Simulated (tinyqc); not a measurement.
Decay of LO phonons and the hot-phonon bottleneck in the cooling of electrons: one step, computed by the program tinyqc.

n(E, T) = 1/(exp(E/(k_B T)) - 1) is the Bose occupation. Electrons have a temperature T_e; the LO modes within their reach share one occupation N; the decay products stay at the lattice temperature.

Question. Electron and phonon temperatures in closed form. Net emission per electron: [(N + 1) x - N]/tau_sp with x = exp(-hbar omega/(k_B T_e)), a simple two-level balance; steady state of the modes: n [(N + 1) x - N]/tau_sp = N_m (N - N_0)/tau; power per electron P = hbar omega [(N + 1) x - N]/tau_sp. With p = P tau_sp/(hbar omega): N = N_0 + r p and x = (p + N)/(N + 1); without hot phonons N = N_0. The mode temperature T_LO solves n(hbar omega, T_LO) = N.

Inputs (values chosen for the exercise, modelled on zinc oxide): LO energy hbar omega = 71.5 meV; lattice temperature T = 300 K; power supplied per electron P = 8.7 nW.

Decay channel: two unequal phonons (Ridley).

emission time tau_sp = 4.351509 fs

equilibrium LO occupation N_0 = 0.06715533

bottleneck ratio r = 3.684713

Constants: e = 1.602176634e-19 C; k_B = 8.617333262e-05 eV/K.

Give: reduced power p; LO occupation N; electron temperature T_e; T_e without hot phonons; mode temperature T_LO.

Answer.

reduced power p = 0.003305

LO occupation N = 0.07933

electron temperature T_e = 322.9 K

T_e without hot phonons = 305.3 K

mode temperature T_LO = 317.8 K

Caution: alpha is above 1/2, so hbar/tau_sp exceeds hbar omega and the emission time, a weak-coupling result, is only rough.
